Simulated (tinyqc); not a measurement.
Inside a calculation. Model: three-phonon processes in a diatomic chain: dispersion, energy and momentum conservation, and decay channels of optical phonons. Computed by tinyqc, a small Python program that keeps every step. Command: `OMP_NUM_THREADS=1 python tinyqc.py 3121333 3121334 out.jsonl threeph walk`. One thread of a shared host (Intel(R) Xeon(R) Processor @ 2.30GHz), about 0.05 s of CPU time with the checks. Intermediate numbers are printed to about 6 digits and carried at full precision; extremes and crossings named in words are read from the listed rows.

Cell length a, two atoms, one spring constant. x = q a/pi runs from -1 to 1; A and O are the acoustic and optical branches. Matrix elements are not computed: only conservation laws and occupation factors are followed.

Inputs (values chosen for the exercise, for a model chain): light mass m = 14 u; heavy mass M = 18.3 u; spring constant k = 11 eV/angstrom^2; temperature T = 500 K; wave number of the decaying phonon q a/pi = 0.72; zero-temperature width Gamma_0 = 0.83 1/cm.

Constants: nu for 1 eV/(angstrom^2 u) = 15.6333042 THz; h x 1 THz = 4.135667696 meV; k_B = 8.617333262e-05 eV/K; c = 299792458 m/s.

## Band edges

omega^2 = k (1/m + 1/M) -/+ k sqrt((1/m + 1/M)^2 - 4 sin^2(pi x/2)/(m M)); nu = 15.6333042 THz x sqrt(omega^2) for eV/(angstrom^2 u). Acoustic top sqrt(2 k/M), optical bottom sqrt(2 k/m), optical top sqrt(2 k (1/m + 1/M)).

acoustic top = 17.1410 THz

optical bottom = 19.5974 THz

optical top = 26.0360 THz

optical top over twice the acoustic top = 0.759464

optical bottom over twice the acoustic top = 0.571652

optical width over acoustic top = 0.375625

The zone-centre optical phonon can decay into two acoustic ones: this needs M/m <= 3.

## Dispersion

The formulas are those given above.

Branches:
```
x     nu_A (THz)  nu_O (THz)
0.10      2.0245     25.9571
0.20      4.0358     25.7213
0.35      6.9990     25.0776
0.50      9.8569     24.0980
0.65     12.5583     22.8070
0.80     15.0249     21.2632
0.90     16.4217     20.2039
1.00     17.1410     19.5974
```

## Decay of the zone-centre phonon

O(0) -> A(x) + A(-x) needs nu_A(x) = nu_O(0)/2, which gives sin^2(pi x/2) = (3/16)(m + M)^2/(m M). Full width at half maximum Gamma = Gamma_0 (1 + 2 n), n = 1/(exp(h nu_A/(k_B T)) - 1); lifetime = 1/(2 pi c Gamma).

x of the products = 0.676707

their frequency = 13.0180 THz

occupation n = 0.401816

width Gamma = 1.49701 1/cm

lifetime = 3.54628 ps

## All channels at the given wave number

Processes for O(x): decay O -> A + A and O -> O + A with x = x' + x'' (mod 2), and absorption O + A -> O with x + x' = x'' (mod 2). Roots of the energy mismatch in x' are bracketed on 4001 points from -1 to 1 and refined. A process is umklapp (U) if the sum of wave numbers leaves (-1, 1]. Weight = occupation factor/|d mismatch/dx'|, the factor being 1 + n' + n'' for decay and n' - n'' for absorption. Pairs that differ only by exchanging two acoustic products count once, and the trivial root x' = 0 is left out.

nu_O(x) = 22.1114 THz

Channels:
```
process            x'       x''  nu' (THz)  nu'' (THz)  type  weight (1/THz)
O -> A + A  -0.250674  0.970674    5.04570     17.0657     N        0.114490
```

1 channel(s) are open, 0 of them umklapp.

## Phase space against the mass ratio

Total weight summed over channels and averaged over x = 0.05, 0.15, ..., 0.95, with m and k fixed; share of those x with an open channel.

Optical phonons:
```
M/m  weight, A + A (1/THz)  weight, with O (1/THz)  share open
1.1               0.120411                       0         1.0
1.5               0.265794                       0         1.0
2.0               0.155502                       0         0.8
2.5               0.088836                       0         0.5
2.9               0.068675                       0         0.2
3.3               0.000000                       0         0.0
3.7               0.000000                       0         0.0
4.2               0.000000                       0         0.0
6.0               0.000000                       0         0.0
```

The A + A channel closes between M/m = 2.9 and 3.3 on this grid: energy conservation alone would allow it up to M/m = 4, where the optical bottom passes twice the acoustic top, but momentum must be conserved too. No channel with a second optical phonon opens at any ratio. A large gap that shuts such channels is one reason why crystals with very unequal masses can conduct heat well.

Checks made by the program: band edges against the dispersion (relative difference below 1e-10); frequency of the products (relative difference below 1e-10).
